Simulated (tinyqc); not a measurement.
Coherent transport through a tight-binding region between two chains, step by step. One step of it, computed by the program tinyqc.

Problem. Transmission at E = 0.56 eV. Surface Green function g = (E - i sqrt(4 t^2 - E^2)) / (2 t^2); self-energy tc^2 g on each contact site; G = (E - H - Sigma)^(-1); Gamma = -2 Im Sigma; T = Gamma_L Gamma_R |G_LR|^2; local density of states -Im G_ii / pi.

H of the central region (eV):
```
           1          2          3          4
1   0.000000  -2.080000   0.000000  -2.080000
2  -2.080000   0.340000  -2.080000   0.000000
3   0.000000  -2.080000   0.340000  -2.080000
4  -2.080000   0.000000  -2.080000   0.000000
```

Leads: semi-infinite chains with site energy 0:
```
parameter                           value
lead hopping t (eV)              2.510000
coupling to the left lead (eV)   0.420000
coupling to the right lead (eV)  0.640000
left contact site                       1
right contact site                      4
```

E = 0.560000 eV

Give: g; G; local density of states; transmission.

Solution.

g = 0.0444-0.3959i 1/eV

G (1/eV):
```
                 1                2                3                4
1   1.2816-0.1159i   0.0996-0.0008i  -1.2921+0.1160i   0.0370-0.0114i
2   0.0996-0.0008i   1.2368-0.2711i   0.2503+0.0295i  -1.2633+0.2680i
3  -1.2921+0.1160i   0.2503+0.0295i   1.2656-0.1191i   0.0966-0.0169i
4   0.0370-0.0114i  -1.2633+0.2680i   0.0966-0.0169i   1.2531-0.2662i
```

local density of states (1/eV): 0.0369  0.0863  0.0379  0.0847

transmission = 6.81e-05
